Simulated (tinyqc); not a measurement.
Time-dependent dielectric breakdown: cell percolation, Weibull statistics, area scaling and voltage extrapolation. Changing the test area A. Computed by tinyqc, a small Python program. Command: `OMP_NUM_THREADS=1 python tinyqc.py 3009905 3009906 out.jsonl tddb sweep`. One thread of a shared host (Intel(R) Xeon(R) Processor @ 2.30GHz), about 0.01 s of CPU time with the checks.

The oxide is divided into columns of area a^2, each holding m = t_ox/a cells (m is taken as continuous). A share lambda(t) = (t/t_1)^alpha of the cells is defective, and a column whose cells are all defective breaks down.

Inputs (values chosen for the exercise, for a model gate oxide):

| quantity | value | unit |
|---|---|---|
| oxide thickness t_ox | 4 | nm |
| defect cell size a | 0.94 | nm |
| exponent alpha of defect growth | 0.3 | - |
| time t_1 at which the occupied share would reach 1 | 1.2e+08 | s |

Method. Failure fraction F = 1 - (1 - lambda^m)^N with N = A/a^2 columns, which for small lambda^m is 1 - exp(-(t/t63)^beta) with beta = alpha m and t63 = t_1 N^(-1/beta); critical share lambda(t63) = N^(-1/m). 1 um^2 = 1e6 nm^2.

One run for each value:

| test area A (um^2) | characteristic life t63 (s) | critical share of defective cells |
|---|---|---|
| 0.001 | 4.865e+05 | 0.1916 |
| 0.01 | 8.012e+04 | 0.1115 |
| 0.1 | 1.320e+04 | 0.0649 |
| 1 | 2.173e+03 | 0.0378 |
| 10 | 3.579e+02 | 0.0220 |
| 100 | 5.894e+01 | 0.0128 |
| 1000 | 9.707e+00 | 0.0075 |
| 10000 | 1.599e+00 | 0.0043 |
| 100000 | 2.633e-01 | 0.0025 |

Over the rows, characteristic life t63 (s) falls from 486000 to 0.263 (exponent d ln y / d ln x about -0.78 throughout); critical share of defective cells falls from 0.192 to 0.00253 (exponent d ln y / d ln x about -0.24 throughout). The exponent of t63 is -1/beta = -0.783, which is how area scaling measures beta.

Caution (all rows): t_1 is an input here; in a real oxide it changes with thickness at fixed voltage.
